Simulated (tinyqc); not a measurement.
Admittance spectroscopy of a deep trap: one step of the calculation.

Schottky contact on an n-type layer with shallow donors Nd (all ionised) and a donor-like deep trap, neutral when filled and positive when empty; depletion approximation. Traps within lam of the depletion edge stay filled. The traps at xt = W - lam, where the level crosses the Fermi level, follow a slow signal and not a fast one. w = 2 pi f.

Task. Admittance at the signal frequency. Emission rate en = sn vth(T) Nc(T) exp(-Et/kB T) = sn g T^2 exp(-Et/kB T), g = vth Nc/(300 K)^2, as vth goes as T^0.5 and Nc as T^1.5 (degeneracy factor 1). Inflection frequency w0 = 2 en [1 + Nt xt/(Nd W)]; C = C_HF + (C_LF - C_HF)/(1 + (w/w0)^2), G/w = (C_LF - C_HF)(w/w0)/(1 + (w/w0)^2).

Inputs (values chosen for the exercise); material values close to those of silicon: conduction-band density of states at 300 K Nc = 2.77e19 cm^-3; thermal velocity at 300 K vth = 2.4e7 cm/s; shallow donor density Nd = 6.8e15 cm^-3; depth of the trap below the conduction edge Et = 0.1 eV; capture cross-section sn = 2.3e-15 cm^2; trap density Nt = 6.8e14 cm^-3; signal frequency f = 73000 Hz; temperature T = 91 K.

Constants: q = 1.602176634e-19 C, kB = 1.380649e-23 J/K. Results are converted to the units shown.

W = 335.15024 nm
xt = 237.94689 nm
C_HF = 31.438090 nF/cm^2
C_LF = 32.289443 nF/cm^2

Wanted: en; w0/(2 pi); C; G/w.

Result.

en = 4.074e5 1/s
w0/(2 pi) = 1.389e5 Hz
C = 32.11 nF/cm^2
G/w = 0.3506 nF/cm^2

The signal lies near the inflection, where the loss is largest.

tinyqc, about 0.01 s, one thread, Intel Xeon 2.30GHz (shared host): `OMP_NUM_THREADS=1 python tinyqc.py 2050012 2050013 out.jsonl`
